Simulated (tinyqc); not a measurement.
How many bands a k.p model needs: band 4 from Gamma to X: k.p theory built from an empirical-pseudopotential calculation at Gamma.

Empirical pseudopotential on the fcc lattice, atoms at +/- tau, tau = a (1,1,1)/8, no spin-orbit coupling. H(G,G') = c (2 pi/a)^2 |k + G|^2 delta + VS(q) cos(q.tau) + i VA(q) sin(q.tau), q = G - G', c = hbar^2/2m0; k and G in units of 2 pi/a; VS at |q|^2 = 3, 8, 11 and VA at 3, 4, 11, in rydberg, zero elsewhere. The basis is fixed: all 89 G with |G|^2 up to Gcut. Energies are counted from the fourth level at Gamma.

k.p in the lowest n states at Gamma: H_nm = (E_n + c k^2) delta + 2 c k.<n|G|m>, k in 1/angstrom; with all states of the basis it is exact.

Constants: hbar^2/2m0 = 3.80998211 eV angstrom^2; Ry = 13.60569312 eV.

Parameters, chosen for this exercise (near those of Si; the results hold for these values, not for the real material):

| symbol | value | unit | meaning |
|---|---|---|---|
| a | 5.434 | angstrom | lattice constant |
| VS | (-0.208, 0.04, 0.078) | Ry | symmetric form factors |
| VA | (0, 0, 0) | Ry | antisymmetric form factors |
| Gcut | 19 | (2 pi/a)^2 | largest \|G\|^2 of the fixed basis |

Band 4 (counted from below) at k = f (1, 0, 0) 2 pi/a; n ends on whole multiplets.

Energies (eV):

| f | n = 8 | n = 15 | n = 27 | n = 89 (exact) |
|---|---|---|---|---|
| 0.000 | 0.000 | 0.000 | 0.000 | 0.000 |
| 0.125 | -0.256 | -0.259 | -0.262 | -0.262 |
| 0.250 | -0.789 | -0.816 | -0.827 | -0.828 |
| 0.375 | -1.337 | -1.414 | -1.438 | -1.440 |
| 0.500 | -1.797 | -1.945 | -1.988 | -1.991 |
| 0.625 | -2.130 | -2.369 | -2.434 | -2.439 |
| 0.750 | -2.322 | -2.665 | -2.758 | -2.766 |
| 0.875 | -2.366 | -2.824 | -2.952 | -2.964 |
| 1.000 | -2.258 | -2.839 | -3.010 | -3.027 |

What can be read from this table?

With n = 8 the band stays within 0.05 eV of the exact one up to f = 0.250 (error at X: +0.769 eV). With n = 15 the band stays within 0.05 eV of the exact one up to f = 0.500 (error at X: +0.188 eV). With n = 27 the band stays within 0.05 eV of the exact one over the whole line (error at X: +0.017 eV). A smaller basis can only raise a level.

Run: tinyqc, `OMP_NUM_THREADS=1 python tinyqc.py 1051217 1051218 out.jsonl`; Intel(R) Xeon(R) Processor @ 2.30GHz, one thread, shared host; about 0.6 s of CPU time with all checks.
